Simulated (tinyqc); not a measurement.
# Cell-based percolation model of oxide breakdown, step by step

tinyqc, about 0.01 s, one thread, Intel Xeon 2.30GHz (shared host): `OMP_NUM_THREADS=1 python tinyqc.py 2070143 2070144 out.jsonl` Printed values are rounded.

The oxide, of thickness n a, is cut into cubic cells. A cell is defective with the chance l = 1 - exp(-a^3 N), N = N1 (t/1 s)^al. A column of n defective cells breaks the oxide down, and the area holds M = A/a^2 independent columns: 1 - F = (1 - l^n)^M.

Inputs (values chosen for the exercise):
- a = 0.6 nm (edge of a cell)
- n = 6 (cells across the oxide)
- A = 0.06 um^2 (area)
- al = 0.45 (exponent of defect growth)
- N1 = 1.1e18 cm^-3 (defect density after 1 s)

## Critical defect density

At F = 1 - 1/e: l_c = (1 - exp(-1/M))^(1/n), N_bd = -ln(1 - l_c)/a^3, t63 = (N_bd/N1)^(1/al). W = ln(-ln(1 - F)); for small l, W = ln M + n ln(a^3 N), so the Weibull slope is n al.

thickness = 3.6 nm
M = 1.666667e5
l_c = 0.1348005
N_bd = 6.703482e20 cm^-3
N_bd times thickness = 2.413254e14 cm^-2
t63 = 1.544130e6 s
n al = 2.7

## The distribution

```
point,t (s)
0,51000
1,1.2e5
2,2.8e5
3,6.6e5
4,1.2e6
5,1.5e6
6,2.2e6
```

N, l, F and W = ln(-ln(1 - F)) at each time; the slope is taken between the end points.

```
point,N (cm^-3),l,F,W
0,1.444772e20,0.03072516,1.402113e-4,-8.872290
1,2.123363e20,0.04482876,0.001351746,-6.605682
2,3.108950e20,0.06494818,0.01243189,-4.381242
3,4.572855e20,0.09405228,0.1089569,-2.159676
4,5.984450e20,0.1212582,0.4112797,-0.635248
5,6.616583e20,0.1331750,0.6053648,-0.072793
6,7.861092e20,0.1561661,0.9108587,0.882747
```

slope = 2.591401

The slope is 4.0 % below n al, since l grows a little more slowly than N.
